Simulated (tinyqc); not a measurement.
Sensitivity of the reflectance: thin-film optics by transfer matrices.

Indices N = n + i k. Snell: N0 sin(theta) = N_j sin(theta_j), with Im(N_j cos theta_j) >= 0. Admittance y_j = N_j cos theta_j for s and N_j/cos theta_j for p. Phase delta_j = 2 pi N_j cos theta_j d_j/lambda. Layer matrix [[cos delta, -i sin delta/y], [-i y sin delta, cos delta]], multiplied from the top down to M. (B, C) = M (1, y_sub); r = (y0 B - C)/(y0 B + C), R = |r|^2, T = 4 Re y0 Re y_sub/|y0 B + C|^2, absorbed in the films 1 - R - T.

Inputs chosen for the exercise (indices near those of Si3N4 on Al; the results hold for these values, not for the real material): lam = 248 nm (vacuum wavelength); n0 = 1 (ambient index); n = (2.319, 0.191) (n of Si3N4, substrate); k = (0.005, 2.97) (k in the same order); d = (81) nm (thicknesses, top first); theta = 0 degrees (angle of incidence).

R for both polarisations.

One parameter was then changed.

Results before and after:
```
case        R_s     R_p     T_s
base     0.8682  0.8682  0.0943
changed  0.8702  0.8702  0.0895
```

Which of these changes was made? (a) n = (2.365, 0.191); (b) k = (0.005, 3.277); (c) d = (86) nm; (d) lam = 253 nm; (e) theta = 5 degrees.

Answer: (b) k = (0.005, 3.277). Of the candidates, run in turn, only this one gives the changed row.

All candidates:
```
case                   R_s     R_p     T_s
base                0.8682  0.8682  0.0943
d = (86) nm         0.9053  0.9053  0.0669
n = (2.365, 0.191)  0.8864  0.8864  0.0814
k = (0.005, 3.277)  0.8702  0.8702  0.0895
lam = 253 nm        0.8493  0.8493  0.1085
theta = 5 degrees   0.8677  0.8673  0.0946
```

Computed by tinyqc, a small Python program: `OMP_NUM_THREADS=1 python tinyqc.py 1651328 1651329 out.jsonl` (the numbers bound the seed that draws the inputs); one thread of a shared host (Intel(R) Xeon(R) Processor @ 2.30GHz), about 0.01 s for the whole set of steps.
